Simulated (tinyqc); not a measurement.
Worked calculation: carrier statistics of a doped semiconductor with parabolic bands. Values are carried at full precision from step to step, so a last printed digit may differ when a step is redone from the rounded ones.

Constants: kB = 8.617333262e-05 eV/K; hbar^2/2m0 = 3.80998211 eV angstrom^2.

Parameters, chosen for this exercise (near those of SiC; the results hold for these values, not for the real material):
```
symbol  value     unit    meaning
Eg0     3.256     eV      gap at 0 K
al      0.000647  eV/K    Varshni alpha
be      1291      K       Varshni beta
T       660       K
ml      0.328     m0      longitudinal electron mass
mt      0.42      m0      transverse electron mass
Mv      3                 equivalent valleys
mhh     0.998     m0      heavy-hole mass
mlh     0.453     m0      light-hole mass
ND      2.2e+16   1/cm^3  donors
NA      2.3e+15   1/cm^3  acceptors
ED      0.0598    eV      donor level below Ec
EA      0.199     eV      acceptor level above Ev
```

## Gap and thermal energy

Eg(T) = Eg0 - al T^2/(T + be) (Varshni).

Eg = 3.11154 eV
kT = 0.056874 eV

The gap has shrunk by 144.5 meV from 0 K and is 54.7 kT wide.

## Effective densities of states

m_de = Mv^(2/3) (ml mt^2)^(1/3); m_dh = (mhh^(3/2) + mlh^(3/2))^(2/3); N = 2 (m kB T/(4 pi c))^(3/2) with c = hbar^2/2m0, in 1/angstrom^3; times 1e24 for 1/cm^3.

m_de = 0.8045 m0
m_dh = 1.1923 m0
Nc = 5.9090e+19 1/cm^3
Nv = 1.0661e+20 1/cm^3

The light holes supply 23.4 % of Nv, and Nc/Nv = 0.554.

## Intrinsic density and level

With Boltzmann statistics ni = sqrt(Nc Nv) exp(-Eg/2kT) and Ei = Eg/2 + (kT/2) ln(Nv/Nc), counted from Ev.

ni = 1.05e+08 1/cm^3
Ei = 1.5726 eV

Ei lies 16.8 meV above midgap, towards the band with the smaller density of states.

## Neutrality by bisection

Energies are counted from Ev, so Ec = Eg. n = Nc F_1/2((EF - Eg)/kT), p = Nv F_1/2(-EF/kT), ND+ = ND/(1 + 2 exp((EF - Eg + ED)/kT)), NA- = NA/(1 + 4 exp((EA - EF)/kT)); neutrality asks p + ND+ = n + NA-. F_j(eta) = (1/Gamma(j + 1)) integral_0^infinity x^j dx/(1 + exp(x - eta)), which tends to exp(eta) for eta << 0.

Start from the bracket [-0.2 eV, Eg + 0.2 eV]; at the midpoint EF take the sign of p + ND+ - n - NA-; where it is positive EF must rise. Fourteen steps are shown.

Bisection (eV, 1/cm^3):
```
step       low     high       EF         n         p       ND+       NA-  sign
1     -0.20000  3.31154  1.55577  7.79e+07  1.41e+08  2.20e+16  2.30e+15     +
2      1.55577  3.31154  2.43366  3.94e+14      27.8  2.20e+16  2.30e+15     +
3      2.43366  3.31154  2.87260  8.80e+17    0.0124  2.03e+16  2.30e+15     -
4      2.43366  2.87260  2.65313  1.87e+16     0.587  2.20e+16  2.30e+15     +
5      2.65313  2.87260  2.76287  1.28e+17    0.0852  2.17e+16  2.30e+15     -
6      2.65313  2.76287  2.70800  4.90e+16     0.224  2.19e+16  2.30e+15     -
7      2.65313  2.70800  2.68056  3.02e+16     0.362  2.19e+16  2.30e+15     -
8      2.65313  2.68056  2.66685  2.38e+16     0.461  2.19e+16  2.30e+15     -
9      2.65313  2.66685  2.65999  2.11e+16     0.520  2.20e+16  2.30e+15     -
10     2.65313  2.65999  2.65656  1.98e+16     0.552  2.20e+16  2.30e+15     -
11     2.65313  2.65656  2.65484  1.92e+16     0.569  2.20e+16  2.30e+15     +
12     2.65484  2.65656  2.65570  1.95e+16     0.561  2.20e+16  2.30e+15     +
13     2.65570  2.65656  2.65613  1.97e+16     0.557  2.20e+16  2.30e+15     -
14     2.65570  2.65613  2.65592  1.96e+16     0.559  2.20e+16  2.30e+15     +
```

Each step halves the bracket, which is 0.429 meV wide at the last row.

## The neutral state

Solve the neutrality condition for EF to convergence.

EF = 2.6561 eV
n = 1.97e+16 1/cm^3
p = 0.557 1/cm^3
ND+ = 2.20e+16 1/cm^3
NA- = 2.30e+15 1/cm^3

The material is n-type; 99.8 % of the donors are ionised. EF lies 8.01 kT inside the gap from the conduction edge, so Boltzmann statistics would serve; n p/(Nc Nv exp(-Eg/kT)) = 1.000.

## Checks

- F_1/2(1) by the trapezoid rule against adaptive quadrature: both 1.575641.
- Positive against negative charge at the solution (1/cm^3): both 2.19582e+16.

(tinyqc, `OMP_NUM_THREADS=1 python tinyqc.py 1680053 1680054 out.jsonl`, Intel(R) Xeon(R) Processor @ 2.30GHz, 1 thread, shared host, about 0.01 s.)
